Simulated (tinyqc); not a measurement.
# Reset of a mushroom phase-change cell, hemispherical electro-thermal model: effects of single changes

Current spreads from a hemispherical contact of radius r0 into a large dome with constant rho and ka: j = I/(2 pi r^2). With s = r0/r the steady rise is T - T0 = c (b s - s^2), c = I^2 rho/(8 pi^2 ka r0^2). The heat lost through the heater, (T(r0) - T0)/Rh, fixes b = (2 + g)/(1 + g), g = 1/(2 pi ka r0 Rh).

Inputs (values chosen for the exercise); values of the order of Ge-Sb-Te and related chalcogenides: ambient temperature T0 = 300 K; melting point Tm = 897 K; radius of the heater contact r0 = 9 nm; resistivity of the hot chalcogenide rho = 4 mohm cm; its thermal conductivity ka = 0.56 W/(m K); thermal resistance of the path through the heater Rh = 10 K/uW.

Each table varies one quantity; the others keep the values above.

## Amorphous thickness against current

The peak lies at s = b/2 with the rise c b^2/4; melting starts at the current where that equals Tm - T0, and the molten shell spans the roots of s^2 - b s + (Tm - T0)/c = 0 (s at most 1). Electrical resistance rho/(2 pi r0).

Results:
```
I (uA)	peak T (K)	T at the contact (K)	thickness of the melt (nm)	power (uW)
376	907.45	679.76	3.8737	100.00
388	946.85	704.38	8.7286	106.49
403	997.83	736.25	12.894	114.88
425	1076.1	785.19	18.123	127.77
492	1340.1	950.22	32.779	171.23
540	1552.9	1083.3	43.486	206.26
596	1826.3	1254.2	57.042	251.26
```

Estimate the missing row, I = 455 uA.

Computed row:
```
I (uA)	peak T (K)	T at the contact (K)	thickness of the melt (nm)	power (uW)
455	1189.5	856.10	24.797	146.44
```

With this row back in the table: The thickness rises from 3.87 to 57.0 nm; it opens as the square root of I - Im just above the melting current of 373 uA. The contact itself melts from I = 492 uA on among the rows. For I = 596 the peak exceeds 1600 K, where the material would degrade.

## Scaling of the melting current

Same model as above.

Rh is scaled as 1/r0, as for an isotropic shrink, in the last two columns and held fixed in the first two.

Scaling of the melting current:
```
r0 (nm)	Im (uA)	Im/(2 pi r0^2) (MA/cm^2)	Im with Rh = Rh (9 nm/r0) (uA)	power there (uW)
5	223.5	142.3	207.1	54.60
8	337.0	83.80	331.3	87.36
12	475.4	52.54	497.0	131.0
17	635.5	35.00	704.1	185.6
24	845.8	23.37	994.0	262.1
33	1103	16.12	1367	360.4
45	1433	11.27	1864	491.4
60	1836	8.119	2485	655.2
```

What does the comparison show?

With isotropic scaling Im and the power go as r0^(1.00) and r0^(1.00), so the current density grows as 1/r0 and the voltage stays fixed. With Rh held, Im goes as r0^(0.85) over the table, as the heater path weighs more for a small contact. For r0 = 5, 8 boundary thermal resistance, left out here, would dominate.

Range of the model: Constant properties, no latent heat, thermoelectric terms, boundary resistance or heating in the heater itself.

tinyqc, about 0.01 s, one thread, Intel Xeon 2.30GHz (shared host): `OMP_NUM_THREADS=1 python tinyqc.py 2490040 2490041 out.jsonl`
